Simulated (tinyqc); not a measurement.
## Thin-film resistivity, exact integral against the thick limit

Fuchs-Sondheimer for a film of thickness d, k = d/lam: rho0/rho = 1 - (3 (1 - ps)/(2 k)) int_1^infinity (t^-3 - t^-5)(1 - exp(-k t))/(1 - ps exp(-k t)) dt; thick limit rho/rho0 = 1 + 3 (1 - ps)/(8 k).

Parameters, values chosen for the exercise; metal values close to those of copper:
- rho0 = 1.67 uohm cm (bulk resistivity)
- lam = 39.9 nm (bulk mean free path)
- ps = 0 (specular share of surface scattering)

Thin-film resistivity, exact integral against the thick limit:

| d (nm) | k | rho/rho0, exact | thick limit | error of the limit (%) | rho (uohm cm) |
|---|---|---|---|---|---|
| 2 | 0.050125 | 7.7138 | 8.4812 | 9.95 | 12.882 |
| 3.9 | 0.097744 | 4.8547 | 4.8365 | -0.373 | 8.1073 |
| 7.5 | 0.18797 | 3.2116 | 2.9950 | -6.74 | 5.3633 |
| 15 | 0.37594 | 2.1947 | 1.9975 | -8.99 | 3.6652 |
| 28 | 0.70175 | 1.6605 | 1.5344 | -7.59 | 2.7730 |
| 55 | 1.3784 | 1.3303 | 1.2720 | -4.38 | 2.2215 |
| 110 | 2.7569 | 1.1552 | 1.1360 | -1.66 | 1.9292 |
| 210 | 5.2632 | 1.0767 | 1.0713 | -0.504 | 1.7980 |
| 400 | 10.025 | 1.0389 | 1.0374 | -0.140 | 1.7349 |

rho/rho0 falls from 7.71 to 1.04. The error of the thick limit goes from 9.9 through a minimum of -9.0 (at d = 15 nm among the rows listed) to -0.14 %; it stays within 5 % for k of 1.378 and above among the rows listed. The change of sign at small k is a crossing of two different laws, not agreement.

tinyqc, about 0.01 s, one thread, Intel Xeon 2.30GHz (shared host): `OMP_NUM_THREADS=1 python tinyqc.py 2100110 2100111 out.jsonl`
